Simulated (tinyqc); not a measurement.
Classical Heisenberg spin chain: exact results, Metropolis, heat-bath and over-relaxation steps, and a Monte Carlo run: one step, computed by the program tinyqc.

E = -J sum_i s_i . s_(i+1) for unit vectors s_i on an open chain; K = J/(k_B T).

Task: Four single-spin steps. The given spins are first normalised. Spins 2 and 3 are updated in turn, with h = K (sum of the two neighbours). Heat bath: cos(theta) = 1 + ln(1 - r1 (1 - exp(-2 |h|)))/|h| about n = h/|h|, azimuth 2 pi r2 = phi in the frame a = n x z/|n x z|, b = n x a: s = n cos(theta) + sin(theta)(a cos(phi) + b sin(phi)); r1, r2 are the first two numbers of the row.

Inputs (values chosen for the exercise, for a model chain of large moments): temperature T = 87.2 K.

Update: heat bath.

four neighbouring spins (rows; components x, y, z):
```
         1        2        3
1   0.9005   0.1537   0.4069
2  -0.5141   0.6820   0.5202
3  -0.9616  -0.1824  -0.2050
4   0.7807  -0.3353  -0.5273
```

random numbers, one row a step:
```
        1       2       3
1  0.9605  0.3076  0.0809
2  0.5299  0.8452  0.3964
3  0.8124  0.2273  0.2992
4  0.7128  0.3479  0.1772
```

K = -2.794666

Give: the table «Steps» with the columns |h|, h . s before, h . s after, move, x, y, z.

Result:

Steps:
```
spin    |h|  h . s before  h . s after       move        x        y        z
2     0.595        -0.327       -0.508  heat bath  -0.7405  -0.1445   0.6564
3     1.393        -0.062        0.706  heat bath   0.4276   0.7119   0.5572
2     5.185         1.329        3.512  heat bath  -0.2249  -0.0217  -0.9741
3     4.584         2.384        3.337  heat bath  -0.8918   0.1025   0.4407
```
